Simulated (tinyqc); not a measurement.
# Thickness and doping from the maximum and minimum capacitance

Problem. A MOS capacitor has Cmax = Cox = eps0 eox/tox and 1/Cmin = 1/Cox + Wm/(eps0 eps_r), with Wm = sqrt(4 eps0 eps_r Vt ln(N/ni)/(q N)) and N well above ni. Find tox, Wm and N.

Inputs (values chosen for the exercise); band and dielectric values close to those of In0.53Ga0.47As:
- T = 293 K (temperature)
- eps_r = 14.1 (relative permittivity)
- eox = 3.9 (relative permittivity of the gate insulator (close to silicon dioxide))

Constants: q = 1.602176634e-19 C, kB = 1.380649e-23 J/K, Vt = kB T/q, eps0 = 8.8541878128e-14 F/cm where lengths are in cm. Results are converted to the units shown.

Cmax = 0.35599312 uF/cm^2
Cmin = 0.13811193 uF/cm^2
ni = 6.1451335e11 cm^-3

Answer. Cmax gives tox and the series difference Wm. N follows by iterating N = 4 eps0 eps_r Vt ln(N/ni)/(q Wm^2); ln(N/ni)/N falls steadily for N > e ni, so there is one root in that range.

tox = 9.70 nm
Wm = 55.3 nm
N = 3.40e17 cm^-3

tinyqc, about 0.01 s, one thread, Intel Xeon 2.30GHz (shared host): `OMP_NUM_THREADS=1 python tinyqc.py 2060022 2060023 out.jsonl`
